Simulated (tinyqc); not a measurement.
Front-illuminated p-i-n photodiode, quantum efficiency and bandwidth: one step of the calculation.

Light enters through a p layer (0 to xp), a depleted layer (xp to xp + wi) and a thick n substrate, decaying as exp(-al x); one pass, no back reflection. Carriers made in the depleted layer are all collected; those in the neutral layers diffuse.

Problem. Response at one frequency. Drift response for pairs made in the depleted layer, a = al wi, g = 1 - exp(-a), u = 2 pi i f, te = wi/ve, th = wi/vh: electrons He = [g - a (exp(-a) - exp(-u te))/(u te - a)]/(u te g), holes Hh = [g - a (1 - exp(-a - u th))/(a + u th)]/(u th g); C = eps0 eps_r pi (dia/2)^2/wi + Cp; total |He + Hh|/sqrt(1 + (2 pi f RL C)^2), for the current of the depleted layer alone.

Parameters, values chosen for the exercise; values close to those of silicon at this wavelength:
- al = 3290 1/cm (absorption coefficient)
- eps_r = 12.2 (relative permittivity)
- wi = 1.1 um (thickness of the depleted layer)
- ve = 1.03e7 cm/s (electron drift velocity)
- vh = 7.16e6 cm/s (hole drift velocity)
- dia = 190 um (diameter)
- RL = 50 ohm (load resistance)
- Cp = 30 fF (parasitic capacitance)
- f = 33 GHz (modulation frequency)

Constants: eps0 = 8.8541878128e-14 F/cm where lengths are in cm. Results are converted to the units shown.

Wanted: te; th; He; Hh; |He + Hh|; C; total response.

Solution.

te = 10.680 ps
th = 15.363 ps
He = 0.33786-0.31237i
Hh = 0.19703-0.29513i
|He + Hh| = 0.80943
C = 2814.3 fF
total response = 0.027726

The drift response alone falls to 1/sqrt(2) at 42.4 GHz and the RC term alone at 1.13 GHz; together they give 1.13 GHz.

Numbers from tinyqc (`OMP_NUM_THREADS=1 python tinyqc.py 2250017 2250018 out.jsonl`; about 0.01 s on one thread of a shared Intel Xeon 2.30GHz).
